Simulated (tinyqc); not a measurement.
Short-channel transistor, virtual-source model with series resistance: two steps of the calculation.

The current per gate width is the charge at the top of the source barrier (the virtual source) times its velocity times a saturation function; al and be are fitting constants of the model. Units: I in uA/um, Rs in ohm um, so I Rs = 1e-6 I Rs in volts; Q in uC/cm^2, so I = 1e-4 Q vx0 Fsat with vx0 in cm/s.

Inputs (values chosen for the exercise): temperature T = 300 K; inversion capacitance Cinv = 3 uF/cm^2; velocity at the virtual source vx0 = 1.04e7 cm/s; apparent mobility mu = 740 cm^2/(V s); channel length L = 90 nm; threshold at zero drain voltage VT0 = 0.434 V; drain-induced barrier lowering dl = 0.182 V/V; subthreshold factor n0 = 1.48; growth of n with drain voltage nd = 0.1 1/V; threshold shift (in units of Vt) from weak to strong inversion al = 3.5; sharpness of saturation be = 2; series resistance of each contact Rs = 150 ohm um; gate voltage Vgs = 1 V; drain voltage Vds = 0.5 V.

Constants: q = 1.602176634e-19 C, kB = 1.380649e-23 J/K, Vt = kB T/q. Results are converted to the units shown.

Question 1. Current through the series resistance. Intrinsic voltages Vg' = Vgs - I Rs, Vd' = Vds - 2 I Rs. n = n0 + nd Vd', VT = VT0 - dl Vd', Ff = 1/(1 + exp((Vg' - VT + al Vt/2)/(al Vt))), Q = Cinv n Vt ln(1 + exp((Vg' - VT + al Vt Ff)/(n Vt))), Vdsat = (vx0 L/mu)(1 - Ff) + Vt Ff, Fsat = u/(1 + u^be)^(1/be) with u = Vd'/Vdsat, and I(out) = Q vx0 Fsat per width. (Fsat takes the sign of u.) I(new) = I + 0.3 (I(out) - I).

I after iteration 1 = 596.21881 uA/um

Wanted: Vg'; Vd'; VT; Ff; Q; Vdsat; Fsat; I(out); I after iteration 2.

Answer 1.

Vg' = 0.9106 V
Vd' = 0.3211 V
VT = 0.3756 V
Ff = 0.001638
Q = 1.605 uC/cm^2
Vdsat = 0.1263 V
Fsat = 0.9306
I(out) = 1554 uA/um
I after iteration 2 = 883.5 uA/um

Question 2. What the series resistance costs. n = n0 + nd Vd', VT = VT0 - dl Vd', Ff = 1/(1 + exp((Vg' - VT + al Vt/2)/(al Vt))), Q = Cinv n Vt ln(1 + exp((Vg' - VT + al Vt Ff)/(n Vt))), Vdsat = (vx0 L/mu)(1 - Ff) + Vt Ff, Fsat = u/(1 + u^be)^(1/be) with u = Vd'/Vdsat, and I = Q vx0 Fsat per width. I0 is the current for Rs = 0. Effective velocity I/Q; transit time L Q/I.

converged I = 1092.6237 uA/um
I0 = 1987.3960 uA/um

Wanted: loss against I0; effective velocity; transit time.

Answer 2.

loss against I0 = 45.02 %
effective velocity = 8.394e6 cm/s
transit time = 1.072 ps

The carriers leave the virtual source at 80.7 % of vx0.

tinyqc, about 0.01 s, one thread, Intel Xeon 2.30GHz (shared host): `OMP_NUM_THREADS=1 python tinyqc.py 2380060 2380061 out.jsonl`
